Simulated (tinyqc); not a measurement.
Anisotropic wet etching of Si(100): plane rates, V-grooves, membranes and undercut: one step, computed by the program tinyqc. Command: `OMP_NUM_THREADS=1 python tinyqc.py 3022529 3022530 out.jsonl wetetch walk`. One thread of a shared host (Intel(R) Xeon(R) Processor @ 2.30GHz), about 0.01 s of CPU time with the checks.

A long slot opens the mask on a (100) wafer. The floor etches at R100; (111) walls stand at theta = arctan(sqrt2) = 54.7356 degrees to the surface and recede at R111 along their normal.

Problem. Shape after the time t. A misaligned edge exposes ledges and adds R100 sin(misalignment) to the lateral rate (a simple estimate): u = R111/sin(theta) + R100 sin(misalignment). Top width W = w + 2 u t; floor width b = W - 2 z/tan(theta) = W - sqrt2 z. The floor lasts until b = 0, at t_V = w/(sqrt2 R100 - 2u); depth z = R100 t before t_V and W/sqrt2 after.

Inputs (values chosen for the exercise, close to those used for potassium hydroxide solutions): bath temperature T = 65 C; width w (mask opening along <110>, or membrane width in the design step) = 19 um; misalignment of the mask = 2 degrees; etch time t = 3.5 min.

R100 = 0.8368734 um/min

R111 = 0.01176537 um/min

Give: lateral rate u; time t_V to close the V; top width W; depth z; floor width b.

Solution.

lateral rate u = 0.04362 um/min

time t_V to close the V = 17.33 min

top width W = 19.31 um

depth z = 2.929 um

floor width b = 15.16 um

The floor remains; undercut per side is 0.153 um, 5.21 % of the depth.
